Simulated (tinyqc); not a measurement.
Three-phonon processes in a diatomic chain: dispersion, energy and momentum conservation, and decay channels of optical phonons: one step, computed by the program tinyqc. Command: `OMP_NUM_THREADS=1 python tinyqc.py 3120532 3120533 out.jsonl threeph walk`. One thread of a shared host (Intel(R) Xeon(R) Processor @ 2.30GHz), about 0.05 s of CPU time with the checks.

Cell length a, two atoms, one spring constant. x = q a/pi runs from -1 to 1; A and O are the acoustic and optical branches. Matrix elements are not computed: only conservation laws and occupation factors are followed.

Task: Dispersion. omega^2 = k (1/m + 1/M) -/+ k sqrt((1/m + 1/M)^2 - 4 sin^2(pi x/2)/(m M)); nu = 15.6333042 THz x sqrt(omega^2) for eV/(angstrom^2 u).

Inputs (values chosen for the exercise, for a model chain): light mass m = 28.1 u; heavy mass M = 194 u; spring constant k = 7.1 eV/angstrom^2.

Constants: nu for 1 eV/(angstrom^2 u) = 15.6333042 THz.

Give: the table «Branches» with the columns nu_A (THz), nu_O (THz), for x = 0.10, 0.20, 0.35, 0.50, 0.65, 0.80, 0.90, 1.00.

Result:

Branches:
```
x     nu_A (THz)  nu_O (THz)
0.10       0.619       11.87
0.20       1.228       11.83
0.35       2.098       11.70
0.50       2.881       11.54
0.65       3.530       11.36
0.80       3.991       11.20
0.90       4.169       11.14
1.00       4.230       11.11
```
